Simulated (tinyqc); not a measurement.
A transmission-line measurement read back: specific resistance of a metal-semiconductor contact and its transmission-line measurement. Computed by tinyqc, a small Python program. Command: `OMP_NUM_THREADS=1 python tinyqc.py 3007488 3007489 out.jsonl contact walk`. One thread of a shared host (Intel(R) Xeon(R) Processor @ 2.30GHz), about 0.01 s of CPU time with the checks.

The barrier is parabolic (depletion approximation), energies E are normal energies counted from the band edge in the neutral semiconductor (downwards for holes), and the bias is zero. xi is an input, held fixed when other inputs move.

Inputs (values chosen for the exercise, modelled on n-type GaAs):
```
quantity                                           value          unit
tunnelling mass m                                  0.062           m_0
permittivity eps                                    12.9             -
Richardson constant A*                              7.95  A/(cm^2 K^2)
barrier height phi_B                                0.79            eV
doping N                                         2.1e+19        1/cm^3
Fermi level above the band edge in the bulk, xi     0.35            eV
temperature T                                        200             K
sheet resistance R_sh                                 15           ohm
contact length d                                     8.7    micrometre
contact width W                                      1.3    micrometre
```

Image-force lowering: left out.

Constants: hbar = 1.054571817e-34 J s; eps_0 = 8.8541878128e-12 F/m; m_0 = 9.1093837015e-31 kg; k_B = 8.617333262e-05 eV/K; e = 1.602176634e-19 C.

Method:
- E_00 = (e hbar/2) sqrt(N/(eps eps_0 m)); band bending E_b = phi_B + xi; depletion width w = sqrt(2 eps eps_0 E_b/(e^2 N)).
- WKB transmission for E < E_b, with a = E/E_b: D = exp{-(E_b/E_00) [sqrt(1 - a) - a ln((1 + sqrt(1 - a))/sqrt(a))]}; D = 1 above.
- At zero bias 1/rho_c = (e A*/k_B^2) int D(E) f(E) dE, f = 1/(1 + exp((E - xi)/k_B T)); 200 Gauss-Legendre points from 0 to E_b, and k_B T ln(1 + exp((xi - E_b)/k_B T)) for the part above the barrier; the share of tunnelling is the part below.
- Transmission-line model: transfer length L_T = sqrt(rho_c/R_sh); R_c = (R_sh L_T/W) coth(d/L_T). Limits: rho_c/(W d) for d << L_T, sqrt(rho_c R_sh)/W for d >> L_T.
- Transmission-line model: transfer length L_T = sqrt(rho_c/R_sh); R_c = (R_sh L_T/W) coth(d/L_T). Two contacts a gap s apart give R = 2 R_c + R_sh s/W. A straight-line fit gives R_sh from the slope and R_c from the intercept; the simple reading takes L_x = R_c W/R_sh as the transfer length and rho_c = R_sh L_x^2.

R_c W = 72.1361 ohm micrometre

contact resistance R_c = 55.4893 ohm

specific contact resistance rho_c = 3.16812e-06 ohm cm^2

Resistances:
```
gap s (micrometre)  R (ohm)
4.8                  166.36
9.6                  221.75
19.0                 330.21
38.0                 549.44
77.0                 999.44
```

L_x = 4.8091 micrometre

rho_c by the simple reading = 3.4691e-06 ohm cm^2

simple reading over true value = 1.0950

What follows from these numbers?

The simple reading is 1.09 times too high, the factor coth^2(d/L_T): it holds only for d above about 2 L_T.
